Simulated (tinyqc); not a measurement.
Layer against dose: implant damage, amorphisation by cascade overlap, and solid-phase epitaxial regrowth. Computed by tinyqc, a small Python program. Command: `OMP_NUM_THREADS=1 python tinyqc.py 3110433 3110434 out.jsonl sper walk`. One thread of a shared host (Intel(R) Xeon(R) Processor @ 2.30GHz), about 0.01 s of CPU time with the checks.

Range and width of the damage are inputs. Dynamic annealing enters only through the surviving share f.

Inputs (values chosen for the exercise, modelled on indium ions in germanium): atomic density N = 44.2 1/nm^3; ion Z1 = 49; ion mass M1 = 114.8 u; target Z2 = 32; target mass M2 = 72.63 u; ion energy E = 100 keV; displacement energy E_d = 15 eV; depth of the damage peak R_d = 44 nm; width of the damage profile s_d = 30 nm; share of defects that survive f = 0.53; critical displaced share x_c = 0.089; dose Q = 2.4e+14 1/cm^2.

Constants: a_0 = 0.529177210903 angstrom; e^2/(4 pi eps_0) = 14.39964548 eV angstrom.

Method. Robinson partition: eps = E a M2/(Z1 Z2 (e^2/(4 pi eps_0)) (M1 + M2)), a = 0.8853 a_0/sqrt(Z1^(2/3) + Z2^(2/3)); k = 0.0793 Z1^(2/3) Z2^(1/2) (M1 + M2)^(3/2)/((Z1^(2/3) + Z2^(2/3))^(3/4) M1^(3/2) M2^(1/2)); damage energy T_d = E/(1 + k (eps + 0.40244 eps^(3/4) + 3.4008 eps^(1/6))); displacements nu = 0.8 T_d/(2 E_d). Displaced share x(z) = f nu Q exp(-(z - R_d)^2/(2 s_d^2))/(sqrt(2 pi) s_d N); the layer is amorphous where x > x_c, between R_d -/+ s_d sqrt(2 ln(x_max/x_c)), the upper edge being cut at the surface. Threshold dose Q_c = Q x_c/x_max.

threshold dose Q_c = 2.89878e+13 1/cm^2

displacements per ion nu = 1925.45

Dose series; the last column is f nu Q erfc((z2 - R_d)/(sqrt2 s_d))/2:
```
Q (1/cm^2)   x_max  upper edge (nm)  lower edge (nm)  displaced atoms beyond z2 (1/cm^2)
3.19e+13    0.0979           30.873            57.13                          1.0770e+16
4.35e+13    0.1336           16.971            71.03                          8.1591e+15
7.25e+13    0.2226            3.379            84.62                          6.5005e+15
1.16e+14    0.3561            0.000            93.96                          5.6726e+15
2.03e+14    0.6233            0.000           103.19                          5.0234e+15
3.48e+14    1.0684            0.000           110.88                          4.5778e+15
7.25e+14    2.2259            0.000           120.12                          4.1309e+15
1.45e+15    4.4519            0.000           127.92                          3.8126e+15
```

What follows from these numbers?

A dose 45 times larger moves the lower edge from 57.1 to 128 nm, as the root of a logarithm, and the damage beyond it falls by a factor 2.8, since the edge lies on an ever steeper tail. The layer reaches the surface at Q_c exp(R_d^2/(2 s_d^2)) = 8.50e13 per cm^2.
